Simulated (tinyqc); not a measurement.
Worked calculation: electromigration in a confined line: Blech product, Korhonen stress evolution and Black's law. Computed by tinyqc, a small Python program that keeps every step. Command: `OMP_NUM_THREADS=1 python tinyqc.py 3003990 3003991 out.jsonl emigr walk`. One thread of a shared host (Intel(R) Xeon(R) Processor @ 2.30GHz), about 0.01 s of CPU time with the checks. Intermediate numbers are printed to about 6 digits and carried at full precision; extremes and crossings named in words are read from the listed rows.

The electron wind pushes atoms from the cathode (x = 0) to the anode (x = L); blocking ends build a back stress (tension positive). The input rho is taken not to change with temperature. d sigma/dt = d/dx [kappa (d sigma/dx + G)], with zero flux at both ends and sigma = 0 at t = 0.

Inputs (values chosen for the exercise, close to those used for copper lines):
```
quantity                              value          unit
resistivity rho                        2.27  micro-ohm cm
atomic volume Omega                    11.8    angstrom^3
effective charge number Z*              1.9             -
prefactor D0                        6.4e-08         m^2/s
activation energy E                   0.906            eV
effective modulus B                      32           GPa
critical stress sigma_c                 170           MPa
current density j                         1       MA/cm^2
line length L                            93            um
test temperature T                      290             C
time as a fraction of L^2/kappa, s     0.13             -
use temperature T_u                      85             C
use current density j_u                0.42       MA/cm^2
current exponent n                        2             -
```

Start: stress-free.

Constants: e = 1.602176634e-19 C; k_B = 8.617333262e-05 eV/K; k_B = 1.380649e-23 J/K.

## Driving force and diffusivities

G = Z* e rho j/Omega; D = D0 exp(-E/(k_B T)); kappa = D B Omega/(k_B T); drift velocity of an unconfined line v = D Z* e rho j/(k_B T). SI: 1 micro-ohm cm = 1e-8 ohm m, 1 MA/cm^2 = 1e10 A/m^2. Temperatures in kelvin are T(C) + 273.15.

stress gradient G = 5.85609 MPa/um

diffusivity D = 4.99053e-16 m^2/s

kappa = 2.42366e-14 m^2/s

drift velocity = 15.9673 nm/h

## Steady state and Blech product

At steady state sigma(x) = G (L/2 - x). A void forms only if the cathode stress reaches sigma_c, that is if j L exceeds (j L)_c = 2 Omega (sigma_c)/(Z* e rho). Time scale tau = L^2/kappa.

steady cathode stress = 272.308 MPa

j L = 9300 A/cm

critical product (j L)_c = 5805.92 A/cm

tau = 99.1271 h

j L is 1.60 times the critical product: the line can fail. Caution: a steady stress above sigma_c is formal, since a void forms first.

## Series terms at the cathode

sigma(x, t) = G L [1/2 - x/L - 4 sum_(m odd) cos(m pi x/L) exp(-m^2 pi^2 s)/(m pi)^2], s = t/tau, summed to m = 399. The terms at x = 0 are 4 exp(-m^2 pi^2 s)/(m pi)^2; tau = L^2/kappa.

terms for m = 1, 3, 5, 7: 0.112341  4.35040e-07  1.90238e-16  4.10903e-30

cathode stress at time s = 211.125 MPa

time t = 12.8865 h

Caution: the stress exceeds sigma_c: a void would already have formed and relaxed it, so the value is formal.

## Stress along the line

Steady state: G L (1/2 - x/L). Take x/L = 0, 0.1, 0.2, 0.3, 0.4, 0.6, 0.8 and 1.

Stress (MPa):
```
x/L  at time s  steady state
0.0    211.125       272.308
0.1    159.658       217.847
0.2    113.887       163.385
0.3     72.961       108.923
0.4     35.555        54.462
0.6    -35.555       -54.462
0.8   -113.887      -163.385
1.0   -211.125      -272.308
```

Caution: stresses above sigma_c are formal, since a void forms first.

## Finite line against the semi-infinite law

Semi-infinite line: sigma(0, t) = 2 G L sqrt(s/pi). One-term form: keep m = 1 alone.

Cathode stress (MPa):
```
s            t (h)  full series  semi-infinite  one term
0.002  1.98254e-01       27.483         27.483    55.898
0.005  4.95635e-01       43.454         43.454    62.211
0.01   9.91271e-01       61.453         61.453    72.328
0.02   1.98254e+00       86.908         86.908    91.122
0.05   4.95635e+00      137.267        137.414   137.556
0.1    9.91271e+00      190.039        194.333   190.042
0.2    1.98254e+01      241.647        274.828   241.647
0.4    3.96508e+01      268.049        388.665   268.049
0.8    7.93017e+01      272.226        549.656   272.226
```

Among these rows the semi-infinite law holds to 1 % up to s = 0.05 and the one-term form from s = 0.05 on: the far end is felt once sqrt(kappa t) is no longer small against L, and by then the terms with m > 1 have nearly died out. The critical stress 170 MPa is passed between s = 0.05 and 0.1. Caution: rows beyond sigma_c are formal, since a void ends the model there.

## Time to nucleate a void

Solve sigma(0, t) = sigma_c for s; the semi-infinite estimate is t = (pi/kappa) ((sigma_c)/(2 G))^2.

nucleation time = 7.72521 h

semi-infinite estimate = 7.58575 h

The back stress delays nucleation by 1.8 %.

## Extrapolation by Black's law

Median life t50 = A j^(-n) exp(E/(k_B T)); acceleration factor = t50(use)/t50(test) = (j/j_u)^n exp[(E/k_B)(1/T_u - 1/T)].

current factor = 5.66893

temperature factor = 43744.5

acceleration factor = 247985

At the use current j_u L lies below the critical product, where Black's law does not apply: the line would not fail by this mechanism. Caution: j_u L lies below the critical product, so the acceleration factor is formal: at use the line would not void.

Checks made by the program: series against a 200-cell finite-volume solution (on the scale of G L) (relative difference 2e-06).
